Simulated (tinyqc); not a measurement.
What each parameter does: inversion layer as a triangular well, valleys of the Si type.

Six ellipsoidal valleys with their long axes along the cube axes, mass ml along the axis and mt across it. For a valley whose axis makes the angle theta with the surface normal, 1/m_z = cos^2(theta)/ml + sin^2(theta)/mt sets the confinement; in the plane the masses are m_1 = mt and m_2 = ml mt/m_z, and m_d = sqrt(m_1 m_2).

The field is taken as constant, e F = 4 pi (e^2/4 pi eps0)(Nd + eta Ns)/eps, with 1e12/cm^2 = 1e-4/angstrom^2, and the oxide as a hard wall at z = 0; c = hbar^2/2m0.

Level j of a valley lies at E_j = a_j (c (e F)^2/m_z)^(1/3) above the band edge at the surface, with the Airy zeros a_j = 2.338107, 4.087949, 5.520560, 6.786708, 7.944134, 9.022651, 10.040174, 11.008524, 11.936016, 12.828777, and has <z> = 2 E_j/(3 e F).

Subband i holds n_i = g m_d/(2 pi c) kB T ln(1 + exp((EF - E_i)/kB T)) (spin included), and EF is fixed by sum n_i = Ns over the levels listed or, where none are listed, over j = 0 to 9 of each group; 1e12/cm^2 = 1e-4/angstrom^2.

Constants: hbar^2/2m0 = 3.80998211 eV angstrom^2; e^2/(4 pi eps0) = 14.39964547 eV angstrom; kB = 8.617333262e-05 eV/K.

Parameters, chosen for this exercise (near those of Si; not measured data):
- ml = 0.898 m0 (longitudinal mass)
- mt = 0.188 m0 (transverse mass)
- eps = 11.7 (dielectric constant)
- Nd = 0.23 x 1e12/cm^2 (depletion charge)
- eta = 0.5 (share of Ns in the effective field)
- face = 110 (surface)
- Ns = 4.7 x 1e12/cm^2 (electron sheet density)
- T = 300 K (temperature)

Field, ladders and EF anew.

Results for these values:

| case | lowest E (eV) | EF (eV) | share of lowest (%) | <z> (angstrom) |
|---|---|---|---|---|
| base | 0.1356 | 0.1046 | 77.3 | 23.88 |

What happens to each result for T = 360 K, all else kept?

Answer: lowest E does not change at the printed digits; EF falls from 0.1046 to 0.0903; share of lowest falls from 77.3 to 73.6; <z> rises from 23.88 to 24.32.

The same for each parameter in turn:

| case | lowest E (eV) | EF (eV) | share of lowest (%) | <z> (angstrom) |
|---|---|---|---|---|
| base | 0.1356 | 0.1046 | 77.3 | 23.88 |
| Ns = 2.35 x 1e12/cm^2 | 0.0904 | 0.0365 | 68.8 | 30.74 |
| Nd = 0.115 x 1e12/cm^2 | 0.1315 | 0.1003 | 76.7 | 24.31 |
| T = 360 K | 0.1356 | 0.0903 | 73.6 | 24.32 |
| ml = 0.988 m0 | 0.1349 | 0.1028 | 77.6 | 23.78 |
| mt = 0.169 m0 | 0.1397 | 0.1109 | 78.3 | 24.56 |
| eps = 10.5 | 0.1458 | 0.1153 | 78.8 | 22.90 |

tinyqc: `OMP_NUM_THREADS=1 python tinyqc.py 1282428 1282429 out.jsonl`; about 0.06 s, one thread, shared Intel(R) Xeon(R) Processor @ 2.30GHz.
